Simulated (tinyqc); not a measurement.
From results back to parameters: sp3s* tight binding. Three cases, with inputs chosen for the exercise.

Problem. For a crystal of one element and without spin-orbit coupling the levels at Gamma are Es -/+ |Vss| and Ep -/+ Vxx, and the upper valence level at X is Ep - Vxy. The levels below come from hidden parameters.

Case 1.

s levels at Gamma (eV): -12.5850  0.8790

p levels at Gamma (eV): -0.0060  3.2180

upper valence level at X = -3.3050 eV

Case 2.

s levels at Gamma (eV): -12.6680  0.9100

p levels at Gamma (eV): -0.0070  3.2170

upper valence level at X = -3.3060 eV

Case 3.

s levels at Gamma (eV): -12.4250  4.0730

p levels at Gamma (eV): 0.0030  3.4310

upper valence level at X = -2.8790 eV

Find: Es, |Vss|, Ep, Vxx, Vxy.

Solution. Means give the levels and half the splittings give the couplings; Vxy = Ep - E(X).

Case 1.

Es, |Vss|, Ep, Vxx, Vxy (eV): -5.853  6.732  1.606  1.612  4.911

Case 2.

Es, |Vss|, Ep, Vxx, Vxy (eV): -5.879  6.789  1.605  1.612  4.911

Case 3.

Es, |Vss|, Ep, Vxx, Vxy (eV): -4.176  8.249  1.717  1.714  4.596

Computed by tinyqc, one run a case: `OMP_NUM_THREADS=1 python tinyqc.py N N+1 out.jsonl` with N = 1481645, 1481646, 1481647; one thread of a shared Intel(R) Xeon(R) Processor @ 2.30GHz, about 0.2 s a run at most.
